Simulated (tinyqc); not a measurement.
# p-i-n junction, non-linear Poisson equation by Newton steps: starts and damping rules compared

One dimension, p side on the left, n side on the right; net doping C = -Na for x < 0, 0 for 0 < x < Li and +Nd beyond. The potential psi is counted from the intrinsic level, and the quasi-Fermi potentials are flat: 0 for holes and -V for electrons, so n = ni exp((psi + V)/Vt) and p = ni exp(-psi/Vt) (Boltzmann statistics, full ionisation, no current). Under reverse bias this makes the minority densities vanishingly small everywhere; they play no part in the charge.

a_i = eps0 eps_r/h_i for the interval from node i to i + 1, with h_i = x_(i+1) - x_i in cm.

n_i = ni exp((psi_i + V)/Vt), p_i = ni exp(-psi_i/Vt), rho_i = p_i - n_i + C_i, g_i = (n_i + p_i)/Vt. Box widths w_i = (h_(i-1) + h_i)/2 in cm. Residual F_i = a_i (psi_(i+1) - psi_i) - a_(i-1) (psi_i - psi_(i-1)) + q rho_i w_i; Jacobian: a_(i-1) and a_i beside the diagonal, b_i = -a_(i-1) - a_i - q g_i w_i on it. The two end nodes are fixed.

Iterations until the largest undamped |d| is below 1e-9 V (the last, tiny step is counted), with a cap of 100; "overflow" would mean that an exponential left the range of double precision. Starts:
- neutral: psi_p = -Vt ln(Na/ni) on nodes with x < 0 and psi_n = Vt ln(Nd/ni) - V on the others.
- depletion: The parabolas of an abrupt Na-Nd junction in the depletion approximation: psi_p + q Na (x + xp)^2/(2 eps0 eps_r) for -xp < x < 0, psi_n - q Nd (xn - x)^2/(2 eps0 eps_r) for 0 < x < xn, flat outside, with W = sqrt(2 eps0 eps_r (psi_n - psi_p)(1/Na + 1/Nd)/q), xp = W Nd/(Na + Nd), xn = W Na/(Na + Nd), psi_p = -Vt ln(Na/ni), psi_n = Vt ln(Nd/ni) - V.
- linear: A straight line in x from psi_p = -Vt ln(Na/ni) at the first node to psi_n = Vt ln(Nd/ni) - V at the last.

Rules for the step d, which solves the tridiagonal system a_(i-1) d_(i-1) + b_i d_i + a_i d_(i+1) = -F_i:
- full Newton steps: the full step is added.
- logarithmic damping: each component d is damped to sign(d) Vt ln(1 + |d|/Vt) before it is added.
- steps capped at 4 Vt: if the largest |d| exceeds 4 Vt, the whole step is scaled down so that it equals 4 Vt.
- halved steps: half of the step is added while the largest |d| exceeds 1.5 Vt, the full step after that.

Values chosen for this exercise; band and dielectric values close to those of cadmium telluride:
- T = 300 K (temperature)
- Eg = 1.49 eV (band gap)
- eps_r = 10.1 (relative permittivity)
- Nc = 8.13e17 cm^-3 (conduction-band density of states at T)
- Nv = 1.83e19 cm^-3 (valence-band density of states at T)
- Na = 8.5e17 cm^-3 (acceptor density of the p side)
- Nd = 3e15 cm^-3 (donor density of the n side)
- V = -4.2 V (bias of the p side against the n side)
- Li = 4200 nm (width of the undoped layer, from x = 0 to Li)

Constants: q = 1.602176634e-19 C, kB = 1.380649e-23 J/K, Vt = kB T/q, eps0 = 8.8541878128e-14 F/cm where lengths are in cm. Results are converted to the units shown.

| node | x (nm) | net doping C (cm^-3) |
|---|---|---|
| 0 | -36.4 | -8.5e17 |
| 1 | -27.2 | -8.5e17 |
| 2 | -19.4 | -8.5e17 |
| 3 | -12.7 | -8.5e17 |
| 4 | -7.01 | -8.5e17 |
| 5 | -2.1 | -8.5e17 |
| 6 | 2.1 | 0 |
| 7 | 13.4 | 0 |
| 8 | 43.8 | 0 |
| 9 | 126 | 0 |
| 10 | 346 | 0 |
| 11 | 938 | 0 |
| 12 | 2530 | 0 |
| 13 | 6820 | 3e15 |

ni = 1.17712e6 cm^-3

Iterations needed:

|  | full Newton steps | logarithmic damping | steps capped at 4 Vt | halved steps |
|---|---|---|---|---|
| neutral | 10 | 55 | 92 | 17 |
| depletion | 10 | 46 | 60 | 16 |
| linear | 7 | 9 | 7 | 7 |

The fewest iterations, 7, are needed by full Newton steps from the linear start and steps capped at 4 Vt from the linear start and halved steps from the linear start. Every pairing converges. Lowest count for the worst start: full Newton steps, at most 10 iterations.

Program tinyqc, `OMP_NUM_THREADS=1 python tinyqc.py 2000001 2000002 out.jsonl`; Intel Xeon 2.30GHz, shared host, one thread, about 0.1 s.
